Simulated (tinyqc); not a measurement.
The solidus: solid solubility of a dopant against its melt (retrograde solidus), clustering and the electrically active fraction. Computed by tinyqc, a small Python program. Command: `OMP_NUM_THREADS=1 python tinyqc.py 3015621 3015622 out.jsonl retro walk`. One thread of a shared host (Intel(R) Xeon(R) Processor @ 2.30GHz), about 0.01 s of CPU time with the checks.

Inputs (values chosen for the exercise, for a model dopant):

| quantity | value | unit |
|---|---|---|
| melting point of the host T_m | 1687 | K |
| heat of melting of the host H_f | 50.2 | kJ/mol |
| interaction L of the melt | 7.4 | kJ/mol |
| enthalpy of transfer from melt to solid H | 0.452 | eV |
| entropy of transfer S | -1.17 | k_B |
| site density N0 | 5e+22 | 1/cm^3 |

Constants: R = 8.314462618 J/(mol K); k_B = 8.617333262e-05 eV/K; e = 1.602176634e-19 C; N_A = 6.02214076e+23 1/mol.

Method. x_l and x_s are atom fractions of the dopant in melt and solid; the solid is dilute. Liquidus of the host: R T ln(1 - x_l) + L x_l^2 = -H_f (1 - T/T_m). Distribution: k = x_s/x_l = exp[L (1 - x_l)^2/(R T)] exp(S/k_B - H/(k_B T)), the first factor being the activity coefficient in the melt. Solubility = x_s N0; at T_m x_l = 0. The largest x_s N0 between 900 K and T_m. For an ideal melt with constant heats the maximum has x_l = H_f/(H + H_f), H in the same units.

largest solubility = 2.53790e+20 1/cm^3

temperature of the maximum = 1438.43 K

Against temperature:

| T (K) | x_l | k | solubility (1/cm^3) | over the maximum |
|---|---|---|---|---|
| 1000 | 0.96249 | 0.001638 | 7.8851e+19 | 0.31069 |
| 1100 | 0.92600 | 0.002648 | 1.2260e+20 | 0.48307 |
| 1200 | 0.86580 | 0.003975 | 1.7209e+20 | 0.67807 |
| 1300 | 0.77050 | 0.005692 | 2.1927e+20 | 0.86400 |
| 1400 | 0.62563 | 0.008006 | 2.5046e+20 | 0.98686 |
| 1500 | 0.42497 | 0.011440 | 2.4308e+20 | 0.95782 |
| 1580 | 0.24036 | 0.015534 | 1.8669e+20 | 0.73561 |
| 1640 | 0.10263 | 0.019618 | 1.0067e+20 | 0.39665 |
| 1675 | 0.02566 | 0.022437 | 2.8781e+19 | 0.11340 |

Between the first rows the Arrhenius energy of the solubility is 0.42 eV, against H = 0.452 eV; it shrinks to zero at 1438 K and turns negative beyond. A crystal saturated at the maximum precipitates dopant-rich liquid on cooling and on heating alike. Below a eutectic or compound temperature another phase would set the limit.

Extremes, crossings and ranges named in words are read from the listed rows.
